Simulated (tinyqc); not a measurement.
# Undoped symmetric double-gate MOSFET, analytic potential model: what changes with what

An undoped body of thickness ts between two equal insulators and tied gates; long channel, electrons only, n = ni exp((psi - V)/Vt) with V the quasi-Fermi potential (0 at the source, Vd at the drain), constant mobility, no quantisation. Across the body psi(x) = V - 2 Vt ln[(ts/(2 beta)) sqrt(q ni/(2 eps0 eps_r Vt)) cos(2 beta x/ts)], x from the centre. Q is the electron charge per area of the whole body.

Values chosen for this exercise; material values close to those of gallium arsenide: temperature T = 300 K; band gap Eg = 1.39 eV; relative permittivity of the semiconductor eps_r = 12.7; conduction-band density of states at T Nc = 4.39e17 cm^-3; valence-band density of states at T Nv = 9.18e18 cm^-3; relative permittivity of the gate insulator eox = 7.73; insulator thickness tox = 4.1 nm; body thickness ts = 5 nm; gate work function less that of the intrinsic body dphi = 0.21 V; channel mobility mu = 370 cm^2/(V s); gate length L = 0.2 um; drain voltage Vd = 0.5 V.

Constants: q = 1.602176634e-19 C, kB = 1.380649e-23 J/K, Vt = kB T/q, eps0 = 8.8541878128e-14 F/cm where lengths are in cm. Results are converted to the units shown.

Each table varies one quantity; the others keep the values above.

## Output curve

ni = sqrt(Nc Nv) exp(-Eg/(2 Vt)), Eg in volts; r = eps_r tox/(eox ts); V0 = dphi + 2 Vt ln[(2/ts) sqrt(2 eps0 eps_r Vt/(q ni))]. beta (between 0 and pi/2) solves (Vg - V0 - V)/(2 Vt) = ln(beta) - ln(cos beta) + 2 r beta tan(beta). Q = 8 eps0 eps_r Vt beta tan(beta)/ts; I = mu (1/L)(4 eps0 eps_r/ts)(2 Vt)^2 [g(beta_s) - g(beta_d)] per width, g = beta tan(beta) - beta^2/2 + r beta^2 tan^2(beta), with beta_s at V = 0 and beta_d at V = Vd.

In this table Vg = 1.23 V.

Output curve:

| Vd (V) | Qd (nC/cm^2) | Qd/Qs | I (uA/um) |
|---|---|---|---|
| 0.06 | 692.9 | 0.8033 | 86.29 |
| 0.11 | 555.5 | 0.6440 | 144.0 |
| 0.16 | 423.2 | 0.4906 | 189.2 |
| 0.22 | 274.2 | 0.3179 | 227.8 |
| 0.27 | 163.4 | 0.1894 | 247.9 |
| 0.32 | 74.36 | 0.08620 | 258.7 |
| 0.38 | 15.63 | 0.01812 | 263.1 |
| 0.43 | 2.675 | 0.003101 | 263.8 |
| 0.48 | 0.3983 | 4.617e-4 | 263.9 |

What does the table show?

The current rises from 86.3 to 264 uA/um, while the charge at the drain end falls from 0.80 to 4.6e-4 of that at the source. The current first comes within 1 % of its last value at Vd = 0.38 V among the rows. Over the last rows Qd falls by a factor of e for each Vt of drain voltage: the drain end is in weak inversion. In every row the surface density at the source passes 0.3 Nc, where Boltzmann statistics fail. For Vd = 0.22 to 0.48 V mu V/L, with V the smaller of Vd and Vg - V0, passes 3e6 cm/s, so velocity saturation would lower the current. In every row the body is thin enough for quantum confinement, left out here, to raise the threshold.

## Effect of the body thickness

Q = 8 eps0 eps_r Vt beta tan(beta)/ts; I = mu (1/L)(4 eps0 eps_r/ts)(2 Vt)^2 [g(beta_s) - g(beta_d)] per width, g = beta tan(beta) - beta^2/2 + r beta^2 tan^2(beta), with beta_s at V = 0 and beta_d at V = Vd.  I(low) is taken at Vg = 0.68 V, Qs and I(high) at Vg = 1.43 V.

Effect of the body thickness:

| ts (nm) | V0 (V) | I(low) (nA/um) | Qs(high) (nC/cm^2) | I(high) (uA/um) |
|---|---|---|---|---|
| 1.7 | 0.9882 | 0.4341 | 1422 | 642.2 |
| 2.3 | 0.9726 | 0.5873 | 1434 | 655.7 |
| 3.3 | 0.9539 | 0.8427 | 1444 | 669.7 |
| 4.6 | 0.9368 | 1.175 | 1451 | 680.4 |
| 6.4 | 0.9197 | 1.634 | 1456 | 689.0 |
| 8.9 | 0.9026 | 2.272 | 1459 | 695.5 |
| 12 | 0.8872 | 3.063 | 1461 | 699.9 |

Read the table: what changes, and by how much?

As ts goes from 1.7 to 12 nm, I(low) rises from 0.434 to 3.06 nA/um and I(high) rises from 642 to 700 uA/um. On average I(low) goes as ts^(1.00) and I(high) goes as ts^(0.04). Below threshold the charge is proportional to the cross-section of the body; above it the insulator sets the charge. In every row the surface density at the source at the higher gate voltage passes 0.3 Nc, where Boltzmann statistics fail. In every row mu V/L at the higher gate voltage, with V the smaller of Vd and Vg - V0, passes 3e6 cm/s, so velocity saturation would lower the current. For ts = 1.7 to 6.4 nm the body is thin enough for quantum confinement, left out here, to raise the threshold.

## Effect of the insulator thickness

Same model as above.

The same in every row: V0 (V) = 0.93246.

Results:

| tox (nm) | I(low) (nA/um) | Qs(high) (nC/cm^2) | I(high) (uA/um) |
|---|---|---|---|
| 1.4 | 1.2768 | 3796.1 | 1670.9 |
| 2 | 1.2768 | 2765.6 | 1247.0 |
| 2.8 | 1.2768 | 2047.4 | 942.37 |
| 4.1 | 1.2767 | 1452.6 | 682.76 |
| 5.9 | 1.2766 | 1044.2 | 499.65 |
| 12 | 1.2763 | 544.34 | 268.47 |

Estimate the missing row, tox = 8.5 nm.

Computed row:

| tox (nm) | I(low) (nA/um) | Qs(high) (nC/cm^2) | I(high) (uA/um) |
|---|---|---|---|
| 8.5 | 1.2765 | 747.87 | 363.71 |

With this row back in the table: As tox goes from 1.4 to 12 nm, I(low) stays near 1.28 nA/um and I(high) falls from 1670 to 268 uA/um. On average I(low) is independent of tox and I(high) goes as tox^(-0.85). Below threshold no voltage drops over the insulator in this long-channel model, so its thickness does not matter there. In every row the surface density at the source at the higher gate voltage passes 0.3 Nc, where Boltzmann statistics fail. In every row mu V/L at the higher gate voltage, with V the smaller of Vd and Vg - V0, passes 3e6 cm/s, so velocity saturation would lower the current. In every row the body is thin enough for quantum confinement, left out here, to raise the threshold.

Computed by the program tinyqc: `OMP_NUM_THREADS=1 python tinyqc.py 2440019 2440020 out.jsonl`, one thread of a shared Intel Xeon 2.30GHz, about 0.01 s for the whole run.
